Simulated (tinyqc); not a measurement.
Gap of the edge states against width: BHZ model on a square lattice (one spin block).

h(k) = e0 + d.s with s the Pauli matrices in the basis (E, H), k in units of 1/a: dx = (A/a) sin kx, dy = (A/a) sin ky, dz = M - (2B/a^2)(2 - cos kx - cos ky), e0 = -(2D/a^2)(2 - cos kx - cos ky). The other spin block is h*(-k). For small k this is the continuum model with dz = M - B k^2.

Ribbon along x with N rows: cos ky and sin ky become hoppings between rows, block (A/a) sy/(2i) + (B/a^2) sz + D/a^2 from row n to n + 1, and the rows end at hard walls; width (N + 1) a.

Values chosen for the exercise (of the size used for thin Bi2Se3 films; shifted at random, so the results belong to these values and not to a real crystal):

| symbol | value | unit | meaning |
|---|---|---|---|
| A | 2.31 | eV angstrom |  |
| B | -18.9 | eV angstrom^2 |  |
| D | -5.5 | eV angstrom^2 |  |
| M | -0.112 | eV | mass term |
| a | 15 | angstrom | grid spacing |

penetration = 15.66 angstrom
E at kx = 0 = 32.5926 meV

The two middle levels of the ribbon at kx = 0. The continuum edge state has E = -D M/B and penetration 1/Re(l1), l1 = F - sqrt(F^2 - M/B), F = |A|/(2 sqrt(B^2 - D^2)).

Edge levels:

| N | width (nm) | lower (meV) | upper (meV) | gap (meV) |
|---|---|---|---|---|
| 6 | 10.5 | 32.535 | 32.650 | 0.1148 |
| 10 | 16.5 | 32.592 | 32.593 | 0.0005 |
| 14 | 22.5 | 32.593 | 32.593 | 0.0000 |
| 20 | 31.5 | 32.593 | 32.593 | 0.0000 |
| 28 | 43.5 | 32.593 | 32.593 | 0.0000 |
| 40 | 61.5 | 32.593 | 32.593 | 0.0000 |
| 56 | 85.5 | 32.593 | 32.593 | 0.0000 |

What does the comparison show, and why?

The two edges of one spin block overlap and open a gap, 0.11 meV at 10 nm and 0.0000 meV at 86 nm, against a bulk gap 2|M| = 224.0 meV at Gamma and a penetration of 1.6 nm. Here A^2/(4 (B^2 - D^2)) < M/B, so in the continuum model the tails oscillate and the gap can do so too, as the rows show. The mean of the pair in the widest ribbon is 32.593 meV, against 32.593 for the continuum edge.

(tinyqc, `OMP_NUM_THREADS=1 python tinyqc.py 1450309 1450310 out.jsonl`, Intel(R) Xeon(R) Processor @ 2.30GHz, 1 thread, shared host, about 0.09 s.)
